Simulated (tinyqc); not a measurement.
## Voltage drop against the resistance from a pad node to the supply

A grid of 17 by 17 nodes with segments Rx (rows) and Ry (columns); every node draws I1 and the central node kh I1; pads with resistance Rp sit at the nodes whose row and column are multiples of the pitch, counting from 0. The drops u = Vdd - V follow from G u = i, with G the conductance matrix and i the load currents, solved directly. Here the pitch is 4.

Values chosen for this exercise: supply voltage Vdd = 0.7 V; resistance of a horizontal segment Rx = 0.2 ohm; resistance of a vertical segment Ry = 0.88 ohm; factor on the load at the hot node kh = 8; load current of a node in the large grid I1 = 0.16 mA.

Voltage drop against the resistance from a pad node to the supply:

| Rp (ohm) | pads | worst drop (mV) | mean drop (mV) | largest drop at a pad (mV) | largest pad current (mA) | worst drop over Vdd (%) |
|---|---|---|---|---|---|---|
| 0.026 | 25 | 0.47627 | 0.33158 | 0.090936 | 3.4975 | 0.068038 |
| 0.053 | 25 | 0.54220 | 0.38645 | 0.17856 | 3.3690 | 0.077457 |
| 0.11 | 25 | 0.67659 | 0.50109 | 0.34814 | 3.1649 | 0.096656 |
| 0.21 | 25 | 0.90192 | 0.69953 | 0.61528 | 2.9299 | 0.12885 |
| 0.42 | 25 | 1.3514 | 1.1101 | 1.1154 | 2.6558 | 0.19306 |
| 0.84 | 25 | 2.2054 | 1.9201 | 2.0193 | 2.4039 | 0.31506 |
| 1.7 | 25 | 3.8898 | 3.5628 | 3.7460 | 2.2035 | 0.55569 |

The worst drop rises from 0.476 to 3.89 mV and the mean drop rises from 0.332 to 3.56 mV. The worst drop goes as Rp^(0.18) between the first two rows and Rp^(0.80) between the last two. The central node is itself a pad.

Program tinyqc, `OMP_NUM_THREADS=1 python tinyqc.py 2770109 2770110 out.jsonl`; Intel Xeon 2.30GHz, shared host, one thread, about 0.1 s.
